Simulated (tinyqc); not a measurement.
Dielectric confinement in a thin film (image charges): sweeps and comparisons. A value that a table varies takes the place of the one given here.

A film |z| < t/2 of dielectric constant eps between half-spaces of dielectric constant e2; lam = (eps - e2)/(eps + e2), q = e^2/(4 pi eps0). The self-energy of a band edge is taken with the high-frequency value, e2 = eh, and the field of a fixed ion with the static one, e2 = eo. A charge at z has images lam^|n| at n t + (-1)^n z. Its self-energy is S(z) = (q/2 eps) sum over n >= 1 of lam^n [1/(n t - 2z) + 1/(n t + 2z)] for odd n and 2 lam^n/(n t) for even n; at the centre S(0) = -(q/(eps t)) ln(1 - lam).

Donor at the centre, lam from the static eo, trial function cos(pi z/t) exp(-rho/l): E(l) = c/(m l^2) - (q/eps) times the integral over k of F(k t) (1 + (k l/2)^2)^(-3/2), with F(x) = F0 + 2 lam exp(-x) G/(1 - lam exp(-x)), F0 = 2[(1 - exp(-x/2))/x + x (1 + exp(-x/2))/(x^2 + 4 pi^2)], G = 2 sinh(x/2)[1/x - x/(x^2 + 4 pi^2)]; c = hbar^2/2m0. The binding energy is -E at the minimum, counted from the subband edge with its self-energy.

Constants: e^2/(4 pi eps0) = 14.39964547 eV angstrom; hbar^2/2m0 = 3.80998211 eV angstrom^2; Ry = 13.60569312 eV.

Values chosen for the exercise (near those of a Si (100) film, two-fold valleys, between layers of Al2O3; not measured data):
- eps = 11.7 (dielectric constant of the film)
- eh = 3.1 (high-frequency dielectric constant outside)
- eo = 9 (static dielectric constant outside)
- m = 0.195 m0 (mass in the plane)
- mz = 0.888 m0 (mass across the film)
- ts = (10, 15, 22, 32, 48, 70, 100) angstrom (thicknesses)
- t = 76 angstrom (film thickness)

## Thinning the film

<S> is the mean over (2/t) cos^2(pi z/t); confinement c (pi/t)^2/mz; donor binding with and without images.

Results:
```
t (angstrom)  <S> (meV)  confinement (meV)  binding, no images (meV)  binding (meV)  l (angstrom)
10                122.9              423.5                      60.3           79.9          18.5
15                 81.9              188.2                      55.3           70.6          20.3
22                 55.8               87.5                      50.1           61.8          22.4
32                 38.4               41.4                      44.7           53.4          24.8
48                 25.6               18.4                      38.6           44.9          28.1
70                 17.6                8.6                      33.1           37.6          31.9
100                12.3                4.2                      28.1           31.4          36.2
```

What can be read from the table?

Between 100 and 10 angstrom the binding goes from 31.4 to 79.9 meV; quantum confinement alone would take it from 28.1 to 60.3, so the images supply +3.3 and +19.6 meV. |<S>| goes as 1/t and exceeds the confinement energy beyond 34 angstrom. For t well above a* = 32 angstrom the separable trial function underbinds, which affects the last rows. Hard-wall energies above 300 meV (up to t = 10 angstrom) overstate the confinement: walls are finite and valleys non-parabolic.

## Choice of the surrounding dielectric

The same film between different dielectrics; in this table one value e2 serves for both eo and eh.

Results:
```
case         lam  <S> (meV)  binding (meV)  l (angstrom)
e2 = 1     0.843       33.0           89.5          30.7
e2 = 2.5   0.648       19.2           64.1          31.3
e2 = 3.9   0.500       13.0           53.1          31.7
e2 = 7.5   0.219        4.8           39.4          32.5
e2 = 16   -0.155       -2.9           27.6          33.7
e2 = 25   -0.362       -6.3           22.7          34.4
e2 = 80   -0.745      -11.7           15.6          35.7
```

What can be read from the table?

The binding spans a factor 5.7, from 90 meV in vacuum to 15.6 meV for e2 = 80; going from 3.9 to 25 changes it by -30.4 meV and the band edge by -19.3 meV, so the binding responds 1.57 times as much as the edge (for an orbit much smaller than t the binding would change by twice the change of S(0), -32.5 meV; here l/t = 0.42 for e2 = 3.9).

## What each parameter does

<S> is the mean over (2/t) cos^2(pi z/t). Each row changes one parameter from the base and keeps the others.

Results:
```
case             lam from eh  <S> (meV)  binding (meV)  l (angstrom)
base                   0.581       16.2           36.1          32.8
t = 70 angstrom        0.581       17.6           37.6          31.9
eps = 10.5             0.544       16.3           40.4          30.7
eo = 12.6              0.581       16.2           30.8          33.3
eh = 4                 0.490       12.7           36.1          32.8
m = 0.234 m0           0.581       16.2           39.5          29.2
```

What does this show?

The largest shifts from the base row, up to three for each result and ties (the steps differ in size, so this ranks the rows, not the parameters). lam from eh: eh -0.091, eps -0.037; unchanged at the printed digits by t, eo and m. <S> (meV): eh -3.5, t +1.4, eps +0.2; unchanged at the printed digits by eo and m. binding (meV): eo -5.3, eps +4.3, m +3.4; unchanged at the printed digits by eh. l (angstrom): m -3.6, eps -2.1, t -0.9; unchanged at the printed digits by eh.

Program tinyqc; command `OMP_NUM_THREADS=1 python tinyqc.py 1252036 1252037 out.jsonl`; about 0.06 s on one thread of a shared Intel(R) Xeon(R) Processor @ 2.30GHz.
